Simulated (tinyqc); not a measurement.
What moves the results: shallow acceptor in the spherical four-band model. A value that a table varies takes the place of the one given here.

The ground state 1S3/2 has an L = 0 part f(r) and an L = 2 part g(r). In units of Ry* and a*, with Gaussians f_i = exp(-a_i r^2), g_i = r^2 exp(-a_i r^2), A = a_i + a_j and I(n) = Gamma((n + 1)/2)/(2 A^((n + 1)/2)): S_ff = I(2), S_gg = I(6), H_ff = (6 a_i a_j/A) I(2) - 2 I(1), H_gg = (14 a_i a_j/A) I(6) - 2 I(5), H_fg = -mu [15 I(2) - 20 a_j I(4) + 4 a_j^2 I(6)]; each function is then normalised. The split-off band is left out.

Converged values use 22 exponents 2.2^i, i = -7 to 14, for f and for g.

Units Ry* = Ry/(g1 eps^2) and a* = a0 eps g1; mu = (6 g3 + 4 g2)/(5 g1) is the spherical heavy-light coupling and delta = (g3 - g2)/g1 the cubic term, which is left out.

Constants: Ry = 13.60569312 eV; a0 (Bohr radius) = 0.5291772105 angstrom.

Inputs chosen for the exercise (near those of a shallow acceptor in GaAs; not measured data): mus = (0.17, 0.27, 0.49, 0.62, 0.72, 0.81, 0.91) (couplings); rc = 2 angstrom (radius of the central cell); Vs = (2, 0, -0.5, -1.5, -2.5, -3.5) eV (central-cell strengths); g1 = 6.96 (Luttinger gamma1); g2 = 2.04 (gamma2); g3 = 2.94 (gamma3); eps = 13 (dielectric constant).

## Strength of the heavy-light coupling

Ry* = 11.5671 meV

Converged values in Ry* and a*; the heavy-mass hydrogen model gives 1/(1 - mu).

Results:

| mu | binding (Ry*) | 1/(1 - mu) | ratio | L = 2 weight | <r> (a*) | binding (meV) |
|---|---|---|---|---|---|---|
| 0.17 | 1.027 | 1.205 | 0.852 | 0.012 | 1.467 | 11.9 |
| 0.27 | 1.071 | 1.370 | 0.782 | 0.031 | 1.416 | 12.4 |
| 0.49 | 1.283 | 1.961 | 0.654 | 0.105 | 1.213 | 14.8 |
| 0.62 | 1.558 | 2.632 | 0.592 | 0.172 | 1.022 | 18.0 |
| 0.72 | 1.960 | 3.571 | 0.549 | 0.237 | 0.832 | 22.7 |
| 0.81 | 2.695 | 5.263 | 0.512 | 0.307 | 0.621 | 31.2 |
| 0.91 | 5.255 | 11.111 | 0.473 | 0.398 | 0.331 | 60.8 |

The binding starts as 1 + O(mu^2), 1.027 at mu = 0.17, since the coupling enters in second order, and reaches 5.25 at mu = 0.91. The ratio to the heavy-mass model falls from 0.85 to 0.47, towards about 0.44 as mu goes to 1: the bound hole is only partly heavy. The L = 2 weight grows to 0.40 and the radius shrinks by a factor 4.4.

## Central-cell correction

mu = 0.74138
a* = 47.880 angstrom

A short-range term V exp(-r^2/rc^2) is added (negative: attracts the hole); its elements are V S (A/(A + 1/rc^2))^(3/2) for f and ^(7/2) for g, in the same units.

Results:

| V (eV) | 1S binding (meV) | 2S binding (meV) | <r> (angstrom) | L = 2 weight |
|---|---|---|---|---|
| 2.0 | 22.5 | 6.90 | 40.4 | 0.250 |
| 0.0 | 24.1 | 7.13 | 37.6 | 0.253 |
| -0.5 | 24.8 | 7.21 | 36.7 | 0.254 |
| -1.5 | 26.5 | 7.42 | 34.4 | 0.256 |
| -2.5 | 29.1 | 7.72 | 31.4 | 0.259 |
| -3.5 | 33.8 | 8.18 | 27.4 | 0.264 |

From V = 0 to -3.5 eV the 1S binding grows by 9.6 meV (40 %) and the 2S binding by 1.05 meV, so the chemical shift sits mainly in the ground state. A repulsion of 2 eV removes 1.7 meV. The slope is 4.64 meV per eV over the last step against 0.84 on the repulsive side, since attraction pulls the state into the cell: the route from a shallow to a deep level.

## What each parameter does

Converged values. Each row changes one parameter from the base and keeps the others.

Results:

| case | mu | Ry* (meV) | binding (meV) | <r> (angstrom) |
|---|---|---|---|---|
| base | 0.741 | 11.57 | 24.14 | 37.6 |
| g1 = 7.52 | 0.686 | 10.71 | 19.21 | 46.6 |
| g2 = 1.73 | 0.706 | 11.57 | 21.80 | 41.3 |
| g3 = 2.7 | 0.700 | 11.57 | 21.48 | 41.8 |
| eps = 12 | 0.741 | 13.58 | 28.33 | 34.7 |

The largest shifts from the base row, up to three for each result and ties (the steps differ in size, so this ranks the rows, not the parameters). mu: g1 -0.055, g3 -0.041, g2 -0.036; unchanged at the printed digits by eps. Ry* (meV): eps +2.01, g1 -0.86; unchanged at the printed digits by g2 and g3. binding (meV): g1 -4.94, eps +4.19, g3 -2.66. <r> (angstrom): g1 +9.0, g3 +4.2, g2 +3.6. g1 acts twice: it lowers Ry* and it lowers mu.

Run: tinyqc, `OMP_NUM_THREADS=1 python tinyqc.py 1282087 1282088 out.jsonl`; Intel(R) Xeon(R) Processor @ 2.30GHz, one thread, shared host; about 0.06 s of CPU time with all checks.
